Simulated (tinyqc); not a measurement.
On-chip interconnect, size-dependent resistivity and RC delay: course in time.

A rectangular line between two neighbours and two ground planes. Surface and grain-boundary scattering are added to the bulk resistivity as corrections; capacitances are parallel-plate values without fringing; inductance is ignored.

4 equal pi sections: series Rs = r Lw/4; node capacitances c Lw/4, halved at nodes 0 and 4, with Cl added to node 4; Rd feeds node 0. Elmore delay of node k: the sum, over the resistors on the path to k, of resistance times all capacitance downstream of it.

A 1 V step is applied behind Rd at t = 0. C dv/dt = -G v + b, with G the conductance matrix of the ladder (1/Rs between neighbours, 1/Rd added at node 0) and b = (1 V/Rd, 0, ...). Trapezoidal step: (C/dt + G/2) v(new) = (C/dt - G/2) v + b. The last column solves the same ladder exactly by its modes.

Inputs (values chosen for the exercise): driver resistance Rd = 760 ohm; time step dt = 8.4 ps.

Rs = 5713.40 ohm
C, node 0 to 4 (fF): [0.381451, 0.762902, 0.762902, 0.762902, 0.841451]

Voltages (V):

| t (ps) | node 0 | node 2 | node 4 | node 4, exact |
|---|---|---|---|---|
| 8.400 | 1.736 | 0.2464 | 0.0447 | 0.0504 |
| 16.80 | 0.277 | 0.4932 | 0.1818 | 0.1966 |
| 25.20 | 1.577 | 0.5498 | 0.3449 | 0.3432 |
| 33.60 | 0.440 | 0.6539 | 0.4684 | 0.4669 |
| 42.00 | 1.455 | 0.7122 | 0.5691 | 0.5679 |
| 50.40 | 0.564 | 0.7695 | 0.6519 | 0.6499 |
| 58.80 | 1.360 | 0.8134 | 0.7177 | 0.7164 |
| 67.20 | 0.660 | 0.8478 | 0.7718 | 0.7702 |
| 75.60 | 1.284 | 0.8784 | 0.8150 | 0.8138 |
| 84.00 | 0.735 | 0.8998 | 0.8504 | 0.8492 |
| 92.40 | 1.224 | 0.9206 | 0.8788 | 0.8778 |
| 100.8 | 0.793 | 0.9341 | 0.9019 | 0.9010 |

The far end of the ladder reaches 0.5 V at 36.17 ps, 0.753 of its Elmore delay (ln 2 = 0.693 for a single pole); the slowest mode has a time constant of 39.90 ps. The largest error of the trapezoidal steps at that node is 15 mV. Node 0 swings up and down from step to step: the trapezoidal rule does not damp modes much faster than dt, so these swings are numerical.

Numbers from tinyqc (`OMP_NUM_THREADS=1 python tinyqc.py 2100104 2100105 out.jsonl`; about 0.01 s on one thread of a shared Intel Xeon 2.30GHz).
